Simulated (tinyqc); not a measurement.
Inside a calculation. Method: exchange-only LDA atom on a uniform radial grid, spin-unpolarised, for Li. Computed by tinyqc, a small Python program that keeps every step. Settings: Z = 3, points = 128, R = 16.5, functional = Slater exchange alone, mixing = 1.0, iteration cap = 64. Command: `OMP_NUM_THREADS=1 python tinyqc.py 30599 30600 out.jsonl` (the two numbers bound the seeds that draw the settings). One thread of a shared host (Intel(R) Xeon(R) Processor @ 2.60GHz), about 0.07 s of CPU time with the checks. Later iterations appear only in the table of the cycle.

## Iteration 1

Spherical atom on a uniform radial grid r_j = j h with h = R/(N + 1), h sum u^2 = 1 and integrals as h times sums, u(0) = u(R) = 0 (atomic units):
```
parameter            value
Z                        3
points N               128
R                16.500000
h                 0.127907
mixing            1.000000
electrons in 1s          2
electrons in 2s          1
```

Three-point differences turn -u''/2 + [l(l+1)/2r^2 - Z/r + V] u = e u into a tridiagonal matrix (diagonal 1/h^2 + potential, off-diagonal -1/2h^2). D = sum f u^2; the Hartree potential y/r solves y'' = -D/r with y(0) = 0, y(R) = N_e; v_xc comes from rho = D/(4 pi r^2); E = sum f e - int D V + int D (V_H/2 + eps_xc); V(new) = V + mixing (V_H + v_xc - V).

eigenvalues (hartree): 1s -4.34553, 2s -1.11483

Every 8th grid point:
```
r            V in     u(1s)      u(2s)         D      V_H       v_xc
1.02326   0.00000   0.51206   -0.41865   0.69968  2.48925   -0.37031
2.04651   0.00000   0.05104   -0.72310   0.52808  1.41847   -0.21240
3.06977   0.00000   0.00382   -0.41239   0.17009  0.97297   -0.11111
4.09302   0.00000   0.00025   -0.17076   0.02916  0.73262   -0.05095
5.11628   0.00000  1.58e-05   -0.06034   0.00364  0.58634   -0.02195
6.13953   0.00000  9.44e-07   -0.01938   0.00038  0.48863   -0.00911
7.16279   0.00000  5.49e-08   -0.00584  3.41e-05  0.41883   -0.00370
8.18605   0.00000  3.13e-09   -0.00168  2.82e-06  0.36648   -0.00147
9.20930   0.00000  1.75e-10   -0.00047  2.18e-07  0.32576   -0.00058
10.23256  0.00000         0   -0.00013  1.60e-08  0.29318   -0.00023
11.25581  0.00000         0  -3.35e-05  1.12e-09  0.26653   -0.00009
12.27907  0.00000         0  -8.71e-06  7.59e-11  0.24432  -3.37e-05
13.30233  0.00000         0  -2.23e-06         0  0.22552  -1.29e-05
14.32558  0.00000         0  -5.64e-07         0  0.20942    0.00000
15.34884  0.00000         0  -1.35e-07         0  0.19545    0.00000
16.37209  0.00000         0  -1.04e-08         0  0.18324    0.00000
```

total energy = -6.4397326 hartree

## Iteration 2

As before.

eigenvalues (hartree): 1s -1.21816, 2s -0.00268

Every 8th grid point:
```
r            V in     u(1s)     u(2s)         D      V_H      v_xc
1.02326   2.11894   0.66736  -0.01261   0.89090  2.09703  -0.40137
2.04651   1.20608   0.17066  -0.25470   0.12312  1.18667  -0.13072
3.06977   0.86186   0.03805  -0.37022   0.13996  0.84979  -0.10411
4.09302   0.68167   0.00805  -0.39767   0.15827  0.66974  -0.08954
5.11628   0.56439   0.00166  -0.38277   0.14652  0.55385  -0.07521
6.13953   0.47952   0.00034  -0.35125   0.12337  0.47168  -0.06289
7.16279   0.41514   0.00007  -0.31446   0.09888  0.41002  -0.05271
8.18605   0.36500  1.41e-05  -0.27679   0.07661  0.36199  -0.04429
9.20930   0.32518  2.86e-06  -0.23974   0.05748  0.32356  -0.03720
10.23256  0.29296  5.81e-07  -0.20372   0.04150  0.29217  -0.03111
11.25581  0.26644  1.18e-07  -0.16873   0.02847  0.26610  -0.02575
12.27907  0.24428  2.39e-08  -0.13466   0.01813  0.24416  -0.02091
13.30233  0.22551  4.86e-09  -0.10133   0.01027  0.22548  -0.01640
14.32558  0.20942  9.85e-10  -0.06857   0.00470  0.20941  -0.01203
15.34884  0.19545  1.95e-10  -0.03619   0.00131  0.19545  -0.00750
16.37209  0.18324  1.34e-11  -0.00402  1.61e-05  0.18324  -0.00166
```

total energy = -6.8431133 hartree

## Convergence

Stop when input and output potentials agree to 1e-7.

Course of the cycle (hartree):
```
iteration           E     e(1s)     e(2s)  largest |V(out) - V(in)|
1          -6.4397326  -4.34553  -1.11483                  4.36e+00
2          -6.8431133  -1.21816  -0.00268                  1.24e+00
3          -6.8884698  -1.91249  -0.11238                  4.33e-01
4          -6.8929117  -1.66319  -0.06937                  1.34e-01
5          -6.8933223  -1.73737  -0.08026                  4.13e-02
6          -6.8933610  -1.71504  -0.07720                  1.27e-02
7          -6.8933647  -1.72182  -0.07809                  3.90e-03
8          -6.8933650  -1.71975  -0.07782                  1.20e-03
9          -6.8933650  -1.72038  -0.07790                  3.68e-04
10         -6.8933651  -1.72019  -0.07788                  1.13e-04
11         -6.8933651  -1.72025  -0.07789                  3.48e-05
12         -6.8933651  -1.72023  -0.07789                  1.07e-05
13         -6.8933651  -1.72023  -0.07789                  3.29e-06
14         -6.8933651  -1.72023  -0.07789                  1.01e-06
15         -6.8933651  -1.72023  -0.07789                  3.11e-07
16         -6.8933651  -1.72023  -0.07789                  9.55e-08
```

Converged in 16 iterations. A uniform grid resolves the cusp poorly: for a bare nucleus this grid gives 1s at -4.34553 against -Z^2/2 = -4.5 hartree. Before convergence this energy mixes input and output and is not variational, so it may rise towards its limit.
